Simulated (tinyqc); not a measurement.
# Octagonal on-chip spiral inductor, lumped pi model: effects of single changes

Outer diameter do = di + 2 n wd + 2 (n - 1) sp, mean da = (do + di)/2, fill p = (do - di)/(do + di), length l = 3.314 n da. L = 2.25 mu0 n^2 da/(1 + 3.55 p), mu0 = 4 pi 1e-7 H/m. Rs = rho l/(wd delta (1 - exp(-th/delta))), delta = sqrt(rho/(pi f mu0)). Cs = n wd^2 eps0 eo/hu across the coil. At each end Cox = l wd eps0 eo/(2 ho) leads to the substrate branch Rsi = 2 rs he/(l wd) in parallel with Csi = l wd eps0 11.7/(2 he). With one end grounded Y = 1/(Rs + i w L) + i w Cs + 1/[1/(i w Cox) + 1/(1/Rsi + i w Csi)], w = 2 pi f; Q = -Im Y/Re Y. Eddy currents in neighbouring turns and in the substrate are left out.

Inputs (values chosen for the exercise); values of the order met in silicon radio-frequency processes:
- n = 3.5 (number of turns)
- wd = 10 um (line width)
- sp = 2 um (space between turns)
- di = 60 um (inner diameter)
- th = 3.4 um (metal thickness)
- rho = 2.2 uohm cm (metal resistivity)
- ho = 6.1 um (oxide below the coil)
- hu = 1.2 um (oxide between coil and underpass)
- eo = 3.9 (relative permittivity of the oxide)
- rs = 1 ohm cm (substrate resistivity)
- he = 30 um (effective spreading depth in the substrate)
- f = 5.8 GHz (frequency)

Constants: eps0 = 8.8541878128e-12 F/m. Results are converted to the units shown.

Each table varies one quantity; the others keep the values above.

## Quality factor against frequency

Apparent inductance Im(1/Y)/w; share of the loss Re(substrate branch)/Re Y.

Results:
```
f (GHz),Rs (ohm),w L/Rs,Q,apparent inductance (nH),loss in the substrate (%)
0.35,1.1151,2.8225,2.8215,1.4316,2.6959e-4
0.57,1.2311,4.1636,4.1601,1.4323,0.0016141
0.93,1.3887,6.0224,6.0088,1.4342,0.0098494
1.5,1.5977,8.4429,8.3914,1.4390,0.057123
2.5,1.9045,11.805,11.582,1.4530,0.36570
4.1,2.3140,15.933,14.958,1.4914,2.1253
11,3.6156,27.359,11.465,2.0002,41.068
18,4.5963,35.217,1.8422,4.4872,78.785
```

Estimate the missing row, f = 6.6 GHz.

Computed row:
```
f (GHz),Rs (ohm),w L/Rs,Q,apparent inductance (nH),loss in the substrate (%)
6.6,2.8474,20.844,16.692,1.5975,10.505
```

With this row back in the table: Q goes from 2.82 through a maximum of 16.7 (at f = 6.6 GHz among the rows listed) to 1.84; the exact peak is 16.7 at 6.38 GHz and Q reaches zero at the self-resonance, 20.9 GHz. The share of the substrate rises from 2.70e-4 to 78.8 %, and the apparent inductance ends at 3.14 times L. At the peak the substrate takes 9.44 % of the loss.

## Effect of the oxide below the coil

Same model as above.

Peak Q and its frequency from a search over f; self-resonance where Im Y = 0; Q at the given f (negative beyond resonance).

The same in every row: L (nH) = 1.431; do (um) = 140.0.

Result of one run:
```
ho (um),peak Q,f of the peak (GHz),self-resonance (GHz),Q at f
3,13.66,4.491,16.12,12.76
```

What becomes of these results when the oxide below the coil ho is changed from 3 to 1 um, all else the same?

Result of the changed run:
```
ho (um),peak Q,f of the peak (GHz),self-resonance (GHz),Q at f
1,9.675,2.588,11.31,3.728
```

The whole series:
```
ho (um),peak Q,f of the peak (GHz),self-resonance (GHz),Q at f
1,9.675,2.588,11.31,3.728
2,12.07,3.664,13.93,9.300
3,13.66,4.491,16.12,12.76
5,15.82,5.789,19.45,15.82
7,17.33,6.820,21.90,17.02
10,18.98,8.070,24.63,17.80
15,20.85,9.671,27.75,18.32
```

As ho goes from 1 to 15, L stays at 1.43 nH, the peak Q rises from 9.67 to 20.9, its frequency rises from 2.59 to 9.67 GHz and the self-resonance rises from 11.3 to 27.7 GHz.

tinyqc, about 0.01 s, one thread, Intel Xeon 2.30GHz (shared host): `OMP_NUM_THREADS=1 python tinyqc.py 2302014 2302015 out.jsonl`
